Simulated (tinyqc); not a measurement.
## Octagonal on-chip spiral inductor, lumped pi model: effect of the oxide below the coil

Outer diameter do = di + 2 n wd + 2 (n - 1) sp, mean da = (do + di)/2, fill p = (do - di)/(do + di), length l = 3.314 n da. L = 2.25 mu0 n^2 da/(1 + 3.55 p), mu0 = 4 pi 1e-7 H/m. Rs = rho l/(wd delta (1 - exp(-th/delta))), delta = sqrt(rho/(pi f mu0)). Cs = n wd^2 eps0 eo/hu across the coil. At each end Cox = l wd eps0 eo/(2 ho) leads to the substrate branch Rsi = 2 rs he/(l wd) in parallel with Csi = l wd eps0 11.7/(2 he). With one end grounded Y = 1/(Rs + i w L) + i w Cs + 1/[1/(i w Cox) + 1/(1/Rsi + i w Csi)], w = 2 pi f; Q = -Im Y/Re Y. Eddy currents in neighbouring turns and in the substrate are left out.

Peak Q and its frequency from a search over f; self-resonance where Im Y = 0; Q at the given f (negative beyond resonance).

Inputs (values chosen for the exercise); values of the order met in silicon radio-frequency processes:
- n = 6.5 (number of turns)
- wd = 4 um (line width)
- sp = 2 um (space between turns)
- di = 60 um (inner diameter)
- th = 2 um (metal thickness)
- rho = 2.2 uohm cm (metal resistivity)
- hu = 1.3 um (oxide between coil and underpass)
- eo = 3.9 (relative permittivity of the oxide)
- rs = 1000 ohm cm (substrate resistivity)
- he = 80 um (effective spreading depth in the substrate)
- f = 3.8 GHz (frequency)

Constants: eps0 = 8.8541878128e-12 F/m. Results are converted to the units shown.

The same in every row: L (nH) = 4.922; do (um) = 134.0.

Effect of the oxide below the coil:
```
ho (um),peak Q,f of the peak (GHz),self-resonance (GHz),Q at f
1,15.60,11.62,25.38,9.727
2,15.73,11.77,25.68,9.736
3,15.86,11.91,25.96,9.744
5,16.10,12.18,26.50,9.759
7,16.32,12.43,27.01,9.771
10,16.62,12.78,27.71,9.787
15,17.04,13.28,28.74,9.808
```

Read the table: what changes, and by how much?

As ho goes from 1 to 15, L stays at 4.92 nH, the peak Q rises from 15.6 to 17.0, its frequency rises from 11.6 to 13.3 GHz and the self-resonance rises from 25.4 to 28.7 GHz.

Numbers from tinyqc (`OMP_NUM_THREADS=1 python tinyqc.py 2302187 2302188 out.jsonl`; about 0.01 s on one thread of a shared Intel Xeon 2.30GHz).
